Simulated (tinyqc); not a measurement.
Band offsets from two capacitances.

Question. A p-n heterojunction (1: p-type, 2: n-type) in the depletion approximation obeys 1/C^2 = 2 (er1 N1 + er2 N2)(Vbi - V)/(q eps0 er1 er2 N1 N2), with Vbi = dEc + Eg1 - Vt ln(Nc2 Nv1/(N1 N2)), dEc = Ec2 - Ec1 and dEv = Eg2 - Eg1 - dEc. Find N2, Vbi, dEc and dEv.

Inputs (values chosen for the exercise); band and dielectric values those of a made-up pair:
```
symbol,value,unit,meaning
T,300,K,temperature
Eg1,1.64,eV,band gap of material 1
er1,12.6,,relative permittivity of material 1
Nv1,9.01e18,cm^-3,valence-band density of states of material 1
Eg2,1.75,eV,band gap of material 2
er2,12,,relative permittivity of material 2
Nc2,8.63e17,cm^-3,conduction-band density of states of material 2
N1,9.3e15,cm^-3,acceptor density of material 1
```

Constants: q = 1.602176634e-19 C, kB = 1.380649e-23 J/K, Vt = kB T/q, eps0 = 8.8541878128e-14 F/cm where lengths are in cm. Results are converted to the units shown.

C at V = -0.5 and -2.2 V (nF/cm^2): 15.508869  11.448557

Answer. The slope of 1/C^2 against -V is (2/(q eps0)) (1/(er2 N2) + 1/(er1 N1)), which gives N2; the intercept is Vbi, and the offsets follow.

N2 = 1.400e16 cm^-3
Vbi = 1.536 V
dEc = 0.1800 eV
dEv = -0.07000 eV

Numbers from tinyqc (`OMP_NUM_THREADS=1 python tinyqc.py 2040018 2040019 out.jsonl`; about 0.02 s on one thread of a shared Intel Xeon 2.30GHz).
